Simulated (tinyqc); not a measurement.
What moves the results: periodic multilayer mirror for extreme ultraviolet light. A value that a table varies takes the place of the one given here.

s polarisation, vacuum above. q_j = sqrt(N_j^2 - sin^2 theta); interface r_jk = (q_j - q_k)/(q_j + q_k) exp(-2 (2 pi/lam)^2 q_j q_k sg^2) (Nevot-Croce; sg = 0 if not given); phase factor of a layer x_j = exp(4 pi i q_j d_j/lam). Each period has the spacer (thickness (1 - Gm) L) on top of the absorber (Gm L). In this recursion R is the amplitude; R in tables and results is the reflectance, its squared modulus. The substrate is of the spacer material. Starting with R = 0 in it, each interface upward gives R -> (r + R x)/(1 + r R x), x that of the layer below the interface (1 for the substrate).

Inputs chosen for the exercise (optical constants near those of Mo and Si at 13.5 nm; the results hold for these values, not for the real material):
- lam = 13.5 nm (wavelength)
- dA = (0.0791, 0.00613) (delta and beta of the absorber, N = 1 - delta + i beta)
- dS = (0.001, 0.00179) (delta and beta of the spacer and the substrate)
- L = 7.09 nm (period)
- Gm = 0.31 (absorber share of the period)
- theta = 12 degrees (angle from the normal)
- sg = 0.5 nm (interface roughness)
- Np = 20 (periods)

## Number of periods

The last column sets both beta to zero.

Reflectance:

| periods | R | R without absorption |
|---|---|---|
| 5 | 0.081 | 0.089 |
| 10 | 0.250 | 0.301 |
| 15 | 0.415 | 0.530 |
| 20 | 0.535 | 0.712 |
| 30 | 0.654 | 0.906 |
| 40 | 0.692 | 0.972 |
| 50 | 0.703 | 0.992 |
| 60 | 0.706 | 0.998 |
| 80 | 0.707 | 1.000 |
| 100 | 0.707 | 1.000 |

R reaches 0.692 at 40 periods and 0.707 at 100; it stays within 0.01 of the last value from 50 periods on. Without absorption the last value is 1.000: absorption, not the count of layers, caps the mirror, and the roughness, which weakens each reflection, lowers that cap further.

## Wavelength

The optical constants are held fixed.

Reflectance:

| lam (nm) | R |
|---|---|
| 12.9 | 0.031 |
| 13.0 | 0.126 |
| 13.1 | 0.256 |
| 13.2 | 0.373 |
| 13.3 | 0.458 |
| 13.4 | 0.510 |
| 13.5 | 0.535 |
| 13.6 | 0.532 |
| 13.7 | 0.502 |
| 13.8 | 0.438 |
| 13.9 | 0.337 |
| 14.0 | 0.209 |
| 14.1 | 0.088 |
| 14.2 | 0.017 |
| 14.3 | 0.004 |

The largest value listed is 0.535 at 13.5 nm, against lam_B = 2 L Re(mean q) = 13.504 nm. R exceeds half of that from 13.2 to 13.9 nm of the wavelengths listed, at least 5.1 % of the wavelength; a chain of ten mirrors narrows it, since R^10 falls to half where R has lost only 7 %.

## Absorber share

For each Gm the period is set so that lam_B = 2 L Re(mean q) equals lam - 0.09 nm.

Results:

| Gm | L (nm) | R |
|---|---|---|
| 0.15 | 6.947 | 0.243 |
| 0.20 | 6.976 | 0.357 |
| 0.25 | 7.005 | 0.451 |
| 0.30 | 7.035 | 0.521 |
| 0.35 | 7.064 | 0.569 |
| 0.40 | 7.094 | 0.597 |
| 0.45 | 7.124 | 0.611 |
| 0.50 | 7.155 | 0.611 |
| 0.60 | 7.216 | 0.575 |
| 0.70 | 7.279 | 0.484 |

The largest value listed is 0.611 at 0.5. The contrast of a period goes as sin(pi Gm) and is largest at 0.5, while the loss grows with Gm; R is 0.611 at 0.5, 0.521 at 0.3 and 0.484 at 0.7. Contrast counts most here, so the best share lies near 0.5, a little below it through absorption.

## Angle of incidence

Results:

| theta (degrees) | lam_B (nm) | R |
|---|---|---|
| 0 | 13.823 | 0.343 |
| 2 | 13.814 | 0.352 |
| 4 | 13.787 | 0.379 |
| 6 | 13.743 | 0.418 |
| 8 | 13.681 | 0.464 |
| 10 | 13.601 | 0.506 |
| 12 | 13.504 | 0.535 |
| 14 | 13.389 | 0.537 |
| 16 | 13.258 | 0.491 |
| 18 | 13.108 | 0.360 |
| 20 | 12.942 | 0.132 |

lam_B = 2 L Re(mean q) falls with the angle, from 13.823 to 12.942 nm; the largest value listed is 0.537 at 14 degrees. R stays above 90 % of that value at 10, 12, 14 and 16 degrees, which bounds the cone of light that a mask or mirror with this period accepts.

## Tolerances

R of the mirror, and R^10 for a chain of ten such mirrors. Each row changes one parameter from the base and keeps the others.

Results:

| case | R | R^10 |
|---|---|---|
| base | 0.5346 | 0.00191 |
| L = 7.13 nm | 0.5192 | 0.00142 |
| Gm = 0.35 | 0.5716 | 0.00372 |
| theta = 14 degrees | 0.5366 | 0.00198 |
| sg = 0.7 nm | 0.4854 | 0.000727 |
| dA = (0.0791, 0.00736) | 0.5182 | 0.00140 |
| lam = 13.55 nm | 0.5369 | 0.00199 |

The largest shifts from the base row, up to three for each result and ties (the steps differ in size, so this ranks the rows, not the parameters). R: sg -0.0492, Gm +0.0369, dA -0.0164. R^10: Gm +0.00181, sg -0.00118, dA -0.000512.

Run: tinyqc, `OMP_NUM_THREADS=1 python tinyqc.py 1682462 1682463 out.jsonl`; Intel(R) Xeon(R) Processor @ 2.30GHz, one thread, shared host; about 0.01 s of CPU time with all checks.
